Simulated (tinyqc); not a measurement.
Worked calculation: coherent transport through a tight-binding region between two chains. One step of it, computed by the program tinyqc.

Problem. Transmission at E = -0.29 eV. Surface Green function g = (E - i sqrt(4 t^2 - E^2)) / (2 t^2); self-energy tc^2 g on each contact site; G = (E - H - Sigma)^(-1); Gamma = -2 Im Sigma; T = Gamma_L Gamma_R |G_LR|^2; local density of states -Im G_ii / pi.

H of the central region (eV):
$$\begin{pmatrix}
0.000000 & -2.000000 & 0.000000 & 0.000000 & 0.000000 & 0.000000 \\
-2.000000 & 0.850000 & -0.970000 & 0.000000 & 0.000000 & 0.000000 \\
0.000000 & -0.970000 & 0.850000 & -1.150000 & 0.000000 & 0.000000 \\
0.000000 & 0.000000 & -1.150000 & 0.850000 & -1.140000 & 0.000000 \\
0.000000 & 0.000000 & 0.000000 & -1.140000 & 0.850000 & -1.070000 \\
0.000000 & 0.000000 & 0.000000 & 0.000000 & -1.070000 & 0.000000
\end{pmatrix}$$

Leads: semi-infinite chains with site energy 0:
```
parameter                           value
lead hopping t (eV)              2.200000
coupling to the left lead (eV)   1.480000
coupling to the right lead (eV)  1.400000
left contact site                       1
right contact site                      6
```

E = -0.290000 eV

Give: g; G; local density of states; transmission.

Solution.

g = -0.0300-0.4536i 1/eV

G (1/eV):
$$\begin{pmatrix}
0.1469-0.2216i & 0.4064-0.0978i & 0.1747+0.3419i & -0.1696+0.4214i & -0.3459+0.0766i & -0.1877-0.3674i \\
0.4064-0.0978i & -0.0030-0.2129i & 0.1894-0.0484i & 0.1903+0.1315i & -0.0008+0.1804i & -0.2036+0.0520i \\
0.1747+0.3419i & 0.1894-0.0484i & -0.1376-0.7618i & 0.5734-0.7143i & 0.7122+0.0541i & 0.1478+0.8188i \\
-0.1696+0.4214i & 0.1903+0.1315i & 0.5734-0.7143i & 0.4079-0.8191i & 0.7067-0.0985i & 0.3183+0.7677i \\
-0.3459+0.0766i & -0.0008+0.1804i & 0.7122+0.0541i & 0.7067-0.0985i & -0.0118-0.1531i & 0.1691-0.0582i \\
-0.1877-0.3674i & -0.2036+0.0520i & 0.1478+0.8188i & 0.3183+0.7677i & 0.1691-0.0582i & -0.1589-0.8800i
\end{pmatrix}$$

local density of states (1/eV): [0.0705, 0.0678, 0.2425, 0.2607, 0.0487, 0.2801]

transmission = 0.6015
